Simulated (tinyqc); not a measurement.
How far the spectrum must be known: Lorentz oscillators and the Kramers-Kronig relations.

eps(E) = 1 + sum_j S_j/(E0_j^2 - E^2 - i G_j E).

Kramers-Kronig: eps1(E) = 1 + (2/pi) P integral_0^infinity E1 eps2(E1)/(E1^2 - E^2) dE1. Maclaurin rule on the grid E_j = j h, j = 1 .. M: eps1(E_i) = 1 + (4 h/pi) sum over j with j - i odd of E_j eps2(E_j)/(E_j^2 - E_i^2); nothing is added above E_M.

Values chosen for the exercise (line positions loosely like those of Ge; Lorentz tails absorb below the gap, where the real solid is clear; the results hold for these values, not for the real material):
- E0 = (2.27, 3.25, 4.48) eV (resonances)
- G = (0.45, 0.82, 0.6) eV (widths)
- S = (17, 43.3, 91.4) eV^2 (strengths)
- E_t = 0.7 eV (energy below the first line)

The integrals are done by adaptive quadrature and cut at E_cut. f-sum share: (2/pi) integral of E eps2 over sum S. Static share: (2/pi) integral of eps2/E over eps(0) - 1.

Cut integrals:

| E_cut (eV) | eps1(E_t) | f-sum share | static share |
|---|---|---|---|
| 3.6 | 8.738 | 0.304 | 0.605 |
| 4.9 | 12.779 | 0.788 | 0.934 |
| 6.7 | 13.462 | 0.917 | 0.990 |
| 9.0 | 13.543 | 0.947 | 0.997 |
| 13.4 | 13.570 | 0.967 | 0.999 |
| 22.4 | 13.578 | 0.981 | 1.000 |

eps1(E_t) from the formula = 13.580

Cut at 4.9 eV, just above the last line, eps1(E_t) lacks 0.801; cut at 22.4 eV it lacks 0.002. At 6.7 eV the static sum has reached 0.990 and the f-sum only 0.917: the f-sum weights eps2 by E and the static sum by 1/E, so the f-sum needs the far tail.

Computed by tinyqc, a small Python program: `OMP_NUM_THREADS=1 python tinyqc.py 1650708 1650709 out.jsonl` (the numbers bound the seed that draws the inputs); one thread of a shared host (Intel(R) Xeon(R) Processor @ 2.30GHz), about 0.2 s for the whole set of steps.
